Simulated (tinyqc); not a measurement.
Changing the growth temperature of the buffer T_g: kinetics of strain relaxation and threading dislocations in mismatched semiconductor layers. Computed by tinyqc, a small Python program. Command: `OMP_NUM_THREADS=1 python tinyqc.py 3022844 3022845 out.jsonl threading sweep`. One thread of a shared host (Intel(R) Xeon(R) Processor @ 2.30GHz), about 0.01 s of CPU time with the checks.

60-degree dislocations on {111} planes of a (001) layer, isotropic elasticity. The Schmid factor is 1/sqrt(6), and a misfit segment relieves strain with b/2.

Inputs (values chosen for the exercise, modelled on Ge on Si): misfit f = 0.0409; shear modulus G = 57.2 GPa; Poisson ratio nu = 0.26; Burgers vector b = 4 angstrom; glide activation energy Q = 1.58 eV; velocity prefactor v0 = 31000 m/s per MPa; grading rate (misfit per thickness) R_f = 0.002 1/micrometre; growth rate R_g = 1.5 nm/s.

Constants: k_B = 8.617333262e-05 eV/K.

Method. In steady grading, strain is fed at R_f R_g and relieved at (b/4) rho v. As a glide-limited estimate, the driving stress is taken as the mean stress of the strained top zone, whose depth z solves R_f z/2 = e_eq(z), with strain R_f z at the surface; tau_g = S R_f z/2 is its mean; then rho = 4 R_f R_g/(b m tau_g), m = v0 exp(-Q/(k_B T_g)), S = (1/sqrt 6) 2 G (1 + nu)/(1 - nu), e_eq(z) = b (1 - nu/4) [ln(z/b) + 1]/(4 pi (1 + nu) z).

One run for each value:
```
growth temperature of the buffer T_g (K)  thread density of the buffer (1/cm^2)
656                                                                  3.8533e+06
695                                                                  8.0293e+05
733                                                                  2.0451e+05
772                                                                  5.7798e+04
811                                                                  1.8446e+04
849                                                                  6.7056e+03
888                                                                  2.5973e+03
926                                                                  1.1131e+03
```

Over the rows, thread density of the buffer (1/cm^2) falls from 3.85e6 to 1110 (exponent d ln y / d ln x -27 between the first rows and -20 between the last). The density follows exp(Q/(k_B T_g)); real buffers level off where nucleation and pile-ups at the rough surface take over.

Caution (rows 772, 811, 849, 888, 926): real buffers seldom go below 1e5 /cm^2, as pile-ups and nucleation take over; this value is a lower bound.
